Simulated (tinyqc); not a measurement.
## Permittivity and interface capacitance from two thicknesses

Inverse problem. 1/C = t/(eps0 ek) + 2/ci for planar capacitors that differ only in thickness. Find ek, ci and the EOT of the interfaces, 2 x 3.9 eps0/ci.

Constants: eps0 = 8.8541878128e-14 F/cm where lengths are in cm. Results are converted to the units shown.

C at t = 10 and 31 nm (uF/cm^2): [3.3158917, 1.0744695]

Answer. 1/C is a straight line in t: the slope gives ek and the intercept 2/ci. A single thickness would give only the effective permittivity; when the interfaces are a small part of 1/C, ci needs very accurate data.

ek = 37.70
ci = 1000 uF/cm^2
EOT of the interfaces = 0.006906 nm

Computed by the program tinyqc: `OMP_NUM_THREADS=1 python tinyqc.py 2102104 2102105 out.jsonl`, one thread of a shared Intel Xeon 2.30GHz, about 0.01 s for the whole run.
